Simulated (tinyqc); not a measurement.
Comparisons within one model: free and nearly free electrons in a metal. A value that a table varies takes the place of the one given here.

The cubic cell holds 4 atoms: n = 4 z/a^3, kF = (3 pi^2 n)^(1/3), EF = c kF^2/m, vF = 2 c kF/(m hbar), c = hbar^2/2m0; rs = (3/(4 pi n))^(1/3)/a0; D(EF) = 3 n/(2 EF).

Square wire of width w with grain size w: rho/rho0 = 1/(1 - 3 al/2 + 3 al^2 - 3 al^3 ln(1 + 1/al)) + (3/4) (1 - p) l/w, with al = (l/w) Rg/(1 - Rg) (Mayadas-Shatzkes plus the thick-wire form of Fuchs-Sondheimer); l = hbar kF/(n e^2 rho), e = 1.602176634e-19 C.

Constants: hbar^2/2m0 = 3.80998211 eV angstrom^2; hbar = 6.58211957e-16 eV s; a0 (Bohr radius) = 0.5291772105 angstrom.

Values chosen for the exercise (near those of Co, whose d bands this model ignores; the results hold for these values, not for the real material): a = 3.538 angstrom (fcc lattice constant); z = 2 (free electrons an atom); m = 1 m0 (mass); rho = 6.41 micro-ohm cm (bulk resistivity); p = 0 (specularity of the surfaces); Rg = 0.36 (reflection at grain boundaries); w = 20 nm (wire width).

## Resistivity of narrow wires

Wires:

| w (nm) | al | grain term (factor - 1) | surface term | rho (micro-ohm cm) |
|---|---|---|---|---|
| 200 | 0.017 | 0.026 | 0.023 | 6.73 |
| 100 | 0.035 | 0.052 | 0.047 | 7.04 |
| 50 | 0.070 | 0.102 | 0.093 | 7.66 |
| 30 | 0.116 | 0.169 | 0.155 | 8.49 |
| 20 | 0.175 | 0.251 | 0.233 | 9.51 |
| 14 | 0.249 | 0.356 | 0.332 | 10.82 |
| 10 | 0.349 | 0.494 | 0.465 | 12.56 |
| 7 | 0.499 | 0.699 | 0.665 | 15.15 |

l = 6.20 nm

How do the results move?

At 7 nm the resistivity is 2.36 times the bulk value; grain boundaries add more (0.70 from grains, 0.66 from surfaces). It passes twice the bulk value between 10 and 7 nm. 

## What sets the wire resistivity

All results formed anew. Each row changes one parameter from the base and keeps the others.

Results:

| case | EF (eV) | l (nm) | wire rho (micro-ohm cm) |
|---|---|---|---|
| base | 11.652 | 6.20 | 9.512 |
| a = 3.644 angstrom | 10.984 | 6.58 | 9.698 |
| m = 1.2 m0 | 9.710 | 6.20 | 9.512 |
| rho = 7.692 micro-ohm cm | 11.652 | 5.17 | 10.801 |
| p = 0.3 | 11.652 | 6.20 | 9.065 |
| Rg = 0.252 | 11.652 | 6.20 | 8.877 |
| w = 14 nm | 11.652 | 6.20 | 10.821 |

What does this show?

The largest shifts from the base row, up to three for each result and ties (the steps differ in size, so this ranks the rows, not the parameters). EF (eV): m -1.942, a -0.668; unchanged at the printed digits by rho, p, Rg and w. l (nm): rho -1.03, a +0.38; unchanged at the printed digits by m, p, Rg and w. wire rho (micro-ohm cm): w +1.309, rho +1.289, Rg -0.635; unchanged at the printed digits by m. The mass drops out of l at given rho, because vF falls and tau rises by the same factor.

tinyqc: `OMP_NUM_THREADS=1 python tinyqc.py 1650875 1650876 out.jsonl`; about 0.01 s, one thread, shared Intel(R) Xeon(R) Processor @ 2.30GHz.
